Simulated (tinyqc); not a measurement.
Two coupled magnetic layers: synthetic antiferromagnet, spin flop, exchange bias and magnetoresistance. From saturation field B_sat back to antiferromagnetic coupling J1. Computed by tinyqc, a small Python program. Command: `OMP_NUM_THREADS=1 python tinyqc.py 3006858 3006859 out.jsonl saf inv`. One thread of a shared host (Intel(R) Xeon(R) Processor @ 2.30GHz), about 0.3 s of CPU time with the checks.

Moments lie in the plane at the angles p1, p2 from the field. Energy per area: E = J1 cos(p1 - p2) + J2 cos^2(p1 - p2) - B M_s (t1 cos p1 + t2 cos p2) + K (t1 sin^2 p1 + t2 sin^2 p2).

Inputs (values chosen for the exercise, for a model stack): saturation magnetisation M_s = 1290 kA/m; thickness t1 = 3.3 nm; thickness t2 = 3.3 nm; biquadratic coupling J2 = 0 mJ/m^2; in-plane anisotropy K = 0.77 kJ/m^3; field over the saturation field = 0.44.

Field direction: along the easy axis.

Method. The parallel state is stable while the Hessian at p1 = p2 = 0 is positive: with c = J1 + 2 J2 and u = B M_s + 2K, (u t1 - c)(u t2 - c) > c^2, so B_sat M_s = c (1/t1 + 1/t2) - 2K. B_K = 2K/M_s.

Problem. A run gave the result below. Find the antiferromagnetic coupling J1, known to lie between 0.17 and 0.4 mJ/m^2.

saturation field B_sat = 132.6563 mT

Solution.

Each step takes the trial c = (a f_b - b f_a)/(f_b - f_a), f being the result less the target and a, b, c the logarithms of the listed values; c replaces end b, the old b replaces a if the sign of f changed, and otherwise f_a is halved.

Scan of the range:
```
antiferromagnetic coupling J1 (mJ/m^2)  saturation field B_sat (mT)
0.170                                                        78.675
0.196                                                        90.890
0.226                                                       104.984
0.261                                                       121.428
0.301                                                       140.220
0.347                                                       161.832
0.400                                                       186.732
```

False position (Illinois rule, in the logarithm of the input) inside the bracket:
```
step     end a     end b     trial  saturation field B_sat (mT)
1     0.261000  0.301000  0.284211                      132.333
2     0.301000  0.284211  0.284881                      132.647
3     0.301000  0.284881  0.284918                      132.665
4     0.284881  0.284918  0.284900                      132.656
5     0.284918  0.284900  0.284900                      132.656
```

Saturation field B_sat rises at every point of a 13-point scan of the range (every second point is shown), so one value fits; it is bracketed by 0.261 and 0.301. The scan shows a straight line, so linear interpolation between any two rows gives the answer at once. Answer: antiferromagnetic coupling J1 = 0.2849 mJ/m^2.
